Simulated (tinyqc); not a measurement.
Potential-pH (Pourbaix) lines of a metal, its cation, its oxide and an oxyanion, with a complexing ligand: one step, computed by the program tinyqc.

Potentials are against the standard hydrogen electrode; solids and water have unit activity; dG_f of M, H+ and the electron is zero; F = e N_A and s = R T ln(10)/F. The cation carries z = 2.

Task: A complexing ligand. M2+ + 2e = M; MO + 2H+ + 2e = M + H2O; MO2(2-) + 4H+ + 2e = M + 2H2O. For each, E0 = -dG/(z F), and E = E0 + (s/z) log10 a - (s n_H/z) pH, with no activity term for the oxide. The free ligand is c_L/(1 + 10^(pKa - pH)) (ligand in excess); dissolved metal is a in all, so the free cation is a/alpha, alpha = 1 + beta [L]; the cation line drops by (s/z) log10 alpha.

Inputs (values chosen for the exercise, modelled on copper): temperature T = 298.15 K; log10 of the dissolved activity a = -6; pH = 13; log10 of the stability constant beta of ML = 12; pKa of HL = 9.8; total ligand c_L = 0.29 mol/L.

Species: M, M2+, MO, MO2(2-).

E0 (V): cation 0.343316, oxide 0.561536, oxyanion 1.435866

s = 0.05915935 V

Give: free ligand; log10 alpha; cation line with ligand; that line less the oxide line.

Result:

free ligand = 0.28982 mol/L

log10 alpha = 11.462

cation line with ligand = -0.17321 V

that line less the oxide line = 0.034328 V

The oxide still lies below the complexed cation at this pH.
